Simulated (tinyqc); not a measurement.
Convergence with the mesh: density of states of one tight-binding band on the simple cubic lattice.

E(k) = -2 t (c1 + c2 + c3) - 4 t2 (c1 c2 + c2 c3 + c3 c1) with ci = cos(2 pi ki); k in fractions of the reciprocal vectors, mesh k_i = j/N with j = 0 .. N-1. Densities are per cell and per spin, so the band holds one state.

Each cube of the mesh, corners numbered 0 to 7 as the binary number (i j l), is cut into six tetrahedra around the diagonal 0-7: 0137, 0157, 0237, 0267, 0457, 0467. For corner energies e1 <= e2 <= e3 <= e4 and eij = ei - ej, the share of the tetrahedron below E is n = (E - e1)^3/(e21 e31 e41) for e1 < E < e2; n = [e21^2 + 3 e21 x + 3 x^2 - (e31 + e42) x^3/(e32 e42)]/(e31 e41) with x = E - e2 for e2 < E < e3; n = 1 - (e4 - E)^3/(e41 e42 e43) for e3 < E < e4; its density of states is g = dn/dE.

Gaussian broadening: g(E) = mean over the mesh of exp(-(E - E_k)^2/(2 sigma^2))/(sigma sqrt(2 pi)), n(E) = mean of erfc((E_k - E)/(sigma sqrt 2))/2.

Values chosen for the exercise:
- t = 2.14 eV (nearest hopping)
- t2 = -0.4 eV (second hopping)
- E = 3.98 eV (energy at which the density is wanted)
- sigma = 0.642 eV (Gaussian width)

At the energy E; the plain count is the share of mesh points below E; the reference is the linear method with N = 36.

Results:

| N | points | g linear | n linear | g Gaussian | n Gaussian | n plain count |
|---|---|---|---|---|---|---|
| 4 | 64 | 0.0448 | 0.8174 | 0.1082 | 0.7621 | 0.7031 |
| 6 | 216 | 0.0411 | 0.8047 | 0.0695 | 0.7982 | 0.8472 |
| 8 | 512 | 0.0383 | 0.7988 | 0.0482 | 0.8014 | 0.8066 |
| 12 | 1728 | 0.0381 | 0.7936 | 0.0433 | 0.7901 | 0.8027 |
| 16 | 4096 | 0.0385 | 0.7924 | 0.0408 | 0.7893 | 0.7917 |
| 20 | 8000 | 0.0379 | 0.7918 | 0.0398 | 0.7889 | 0.7934 |

reference n and g: 0.7909  0.0382

What does the comparison show?

The linear n(E) stays within 0.002 of the reference from N = 16 on. The Gaussian g still moves by more than 1 % between the last two meshes. At the last mesh it lies +0.002 1/eV from the reference g and the linear g 0.000. The plain count errs by +0.0025 at the last mesh.

Computed by tinyqc, a small Python program: `OMP_NUM_THREADS=1 python tinyqc.py 1682454 1682455 out.jsonl` (the numbers bound the seed that draws the inputs); one thread of a shared host (Intel(R) Xeon(R) Processor @ 2.30GHz), about 0.3 s for the whole set of steps.
